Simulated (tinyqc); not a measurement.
Worked calculation: tight binding, dimerised chain. One step of it, computed by the program tinyqc.

Problem. Open chain of 4 cells. The same hoppings without the wrap-around bond.

H of the open chain (eV), lower triangle:
```
           1          2          3          4          5          6          7         8
1   0.000000
2  -1.790000   0.000000
3   0.000000  -0.490000   0.000000
4   0.000000   0.000000  -1.790000   0.000000
5   0.000000   0.000000   0.000000  -0.490000   0.000000
6   0.000000   0.000000   0.000000   0.000000  -1.790000   0.000000
7   0.000000   0.000000   0.000000   0.000000   0.000000  -0.490000   0.000000
8   0.000000   0.000000   0.000000   0.000000   0.000000   0.000000  -1.790000  0.000000
```

Give: levels; weights of the highest filled level on the sites.

Solution.

levels (eV): -2.1988  -1.9761  -1.6766  -1.4093  1.4093  1.6766  1.9761  2.1988

weights of the highest filled level on the sites: 0.0950  0.0589  0.1833  0.1628  0.1628  0.1833  0.0589  0.0950

The bulk gap runs from -1.3000 to 1.3000 eV; no level of this chain lies inside it.
